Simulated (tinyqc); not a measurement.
Band bending at a free surface with a continuum of surface states, surface photovoltage and Kelvin probe: two steps of the calculation.

n-type bulk, xi = Ec - EF = Vt ln(Nc/Nd), p0 = ni^2/Nd, ni = sqrt(Nc Nv) exp(-Eg/(2 Vt)), Eg in volts. b is the upward band bending, u = b/Vt. Space charge per area, in units of q: Qc = sign(b) sqrt((2 eps0 eps_r Vt/q) [(Nd + dn)(exp(-u) - 1) + Nd u + (p0 + dn)(exp(u) - 1)]), with dn the excess density under light (flat quasi-Fermi levels; 0 in the dark). The states hold -Ds (E0 - xi - b): negative while the Fermi level lies above the neutrality level. Neutrality: Qc + Qf + (charge of the states) = 0.

Inputs (values chosen for the exercise); band and dielectric values close to those of 4H silicon carbide:
```
symbol,value,unit,meaning
T,300,K,temperature
Eg,3.31,eV,band gap
eps_r,9.88,,relative permittivity
Nc,1.7e19,cm^-3,conduction-band density of states at T
Nv,2.52e19,cm^-3,valence-band density of states at T
chi,3.66,eV,electron affinity
Nd,1.5e16,cm^-3,donor density
pt,4.75,eV,work function of the probe tip
E0,0.67,eV,depth of their neutrality level below the conduction edge
dn,4.4e14,cm^-3,excess carrier density under light
```

Constants: q = 1.602176634e-19 C, kB = 1.380649e-23 J/K, Vt = kB T/q, eps0 = 8.8541878128e-14 F/cm where lengths are in cm. Results are converted to the units shown.

Task 1. Work function and Kelvin-probe reading. Work function chi + xi + b; contact potential difference CPD = (work function of the sample) - pt. Depth of EF below Ec at the surface: xi + b. Depletion width Qc/Nd.

converged b = 0.37385488 V

Wanted: xi + b; Qc; Qc/Nd; work function; CPD.

Result 1.

xi + b = 0.5557 eV
Qc = 2.388e11 cm^-2
Qc/Nd = 159.2 nm
work function = 4.216 eV
CPD = -534.3 mV

The Fermi level lies 114 meV above the neutrality level.

Task 2. Surface photovoltage. Under chopped light the surface charge keeps its dark value, so b falls to bL with Qc(bL, dn) = Qc(b, 0); the photovoltage is b - bL. Qc rises with b, so bL follows by bisection.

converged b = 0.37385488 V

Find: bL; photovoltage; share of b removed; excess holes at the surface, dn exp(bL/Vt).

Result 2.

bL = 0.14749 V
photovoltage = 226.37 mV
share of b removed = 60.549 %
excess holes at the surface, dn exp(bL/Vt) = 1.3217e17 cm^-3

tinyqc, about 0.01 s, one thread, Intel Xeon 2.30GHz (shared host): `OMP_NUM_THREADS=1 python tinyqc.py 2430110 2430111 out.jsonl`
